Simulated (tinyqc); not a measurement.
Ellipsometry and reflectance of a transparent film on an absorbing substrate: two steps of the calculation.

Air (index 1), film, substrate with N2 = n2 - i k2; time factor exp(+i w t). q_j = sqrt(N_j^2 - sin^2 th), root with positive real part. Fresnel coefficients r_s = (q_a - q_b)/(q_a + q_b), r_p = (N_b^2 q_a - N_a^2 q_b)/(N_b^2 q_a + N_a^2 q_b). tan(Psi) exp(i Delta) = R_p/R_s, Delta taken from 0 to 360 degrees.

Parameters, values chosen for the exercise; indices close to those of a porous low-k film on silicon:
```
symbol,value,unit,meaning
lam,632.8,nm,wavelength
th,75,degrees,angle of incidence
n1,1.303,,index of the transparent film
d,23,nm,film thickness
n2,3.882,,index of the substrate
k2,0.019,,extinction coefficient of the substrate
```

Task 1. Interface coefficients and thickness period. q0, q1, q2 and the coefficients r01 and r12 for p and s; the results repeat in d with the period lam/(2 q1).

Wanted: q0; q1; q2; r01,p; r01,s; r12,p; r12,s; period.

Result 1.

q0 = 0.2588
q1 = 0.8745
q2 = 3.760-0.020i
r01,p = -0.3311
r01,s = -0.5433
r12,p = 0.3474-0.0020i
r12,s = -0.6226+0.0016i
period = 361.8 nm

Task 2. Psi, Delta and reflectances. beta = 2 pi d q1/lam, X = exp(-2 i beta), R = (r01 + r12 X)/(1 + r01 r12 X) for p and s.

q1 = 0.87452633
r01,p = -0.33113930
r01,s = -0.54326536
r12,p = 0.34737376-0.00200987i
r12,s = -0.62260336+0.00159747i

Find: beta; X; R_p; R_s; Psi; Delta; |R_p|^2; |R_s|^2.

Result 2.

beta = 0.19972 rad
X = 0.92128-0.38890i
R_p = -0.02101-0.15207i
R_s = -0.86124+0.09885i
Psi = 10.042 degrees
Delta = 88.682 degrees
|R_p|^2 = 0.023566
|R_s|^2 = 0.75150

The bare substrate gives Psi = 1.215 and Delta = 172.94 degrees.

Program tinyqc, `OMP_NUM_THREADS=1 python tinyqc.py 2870219 2870220 out.jsonl`; Intel Xeon 2.30GHz, shared host, one thread, about 0.01 s.
